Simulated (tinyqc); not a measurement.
Composition and strain of an epitaxial Si(1-x)Ge(x) layer from Raman and X-ray peaks: one step, computed by the program tinyqc.

A (001) layer, biaxially strained in the plane. The Raman peaks follow empirical lines omega = w0 + c1 x + c3 x^3 + b eps (c3 for Si-Ge alone), with eps the in-plane strain.

Task: Raman peaks. Insert x and eps in the three lines; the strain part is b eps.

Inputs (values chosen for the exercise, modelled on silicon-germanium):
```
quantity                     value  unit
Ge fraction x                 0.66     -
Si-Si: w0                      521  1/cm
Si-Si: c1                    -68.6  1/cm
Si-Si: strain coefficient b   -765  1/cm
Si-Ge: w0                      400  1/cm
Si-Ge: c1                     24.5  1/cm
Si-Ge: c3                    -33.2  1/cm
Si-Ge: strain coefficient b   -571  1/cm
Ge-Ge: w0                    280.5  1/cm
Ge-Ge: c1                     20.3  1/cm
Ge-Ge: strain coefficient b   -445  1/cm
```

Substrate: silicon.

in-plane strain eps = -25.86629 per mille

Give: Si-Si peak; Si-Ge peak; Ge-Ge peak; strain parts.

Result:

Si-Si peak = 495.5 1/cm

Si-Ge peak = 421.4 1/cm

Ge-Ge peak = 305.4 1/cm

strain parts (1/cm): Si-Si 19.79, Si-Ge 14.77, Ge-Ge 11.51

Read as unstrained, the Si-Si peak would give x = 0.372 in place of 0.66. Caution: strains above 2 % survive only in layers a few nanometres thick, and the linear relations lose accuracy.
